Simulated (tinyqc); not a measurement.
One electron in a tunnel-coupled double dot: charge qubit, sensing and quantum capacitance: one step of the calculation.

Basis (left, right), H = [[ep/2, tc], [tc, -ep/2]], splitting Om = sqrt(ep^2 + 4 tc^2), ep = al times the gate voltage. In equilibrium the electron is on the right with the chance P_R = [1 + (ep/Om) tanh(Om/2 kB T)]/2.

Question. Dephasing by charge noise. Noise in ep shifts Om by (ep/Om) d + (2 tc^2/Om^3) d^2. For Gaussian d of deviation se the spread of Om is sqrt[(ep se/Om)^2 + 2 (2 tc^2 se^2/Om^3)^2], and T2* is estimated as sqrt(2) hbar/spread; Om T2*/h counts the oscillations within T2*.

Parameters, values chosen for the exercise:

| symbol | value | unit | meaning |
|---|---|---|---|
| tc | 37 | ueV | tunnel coupling |
| se | 12 | ueV | deviation of quasi-static detuning noise |
| ep | 22 | ueV | detuning |

Constants: q = 1.602176634e-19 C, hbar = 1.054571817e-34 J s, h = 6.62607015e-34 J s. Results are converted to the units shown.

Give: first-order spread; second-order spread; T2*; oscillations within T2*.

Answer.

first-order spread = 3.4196 ueV
second-order spread = 1.2118 ueV
T2* = 0.25657 ns
oscillations within T2* = 4.7895

At ep = 0 the first-order term vanishes and T2* would be 0.676 ns.

Program tinyqc, `OMP_NUM_THREADS=1 python tinyqc.py 2470111 2470112 out.jsonl`; Intel Xeon 2.30GHz, shared host, one thread, about 0.01 s.
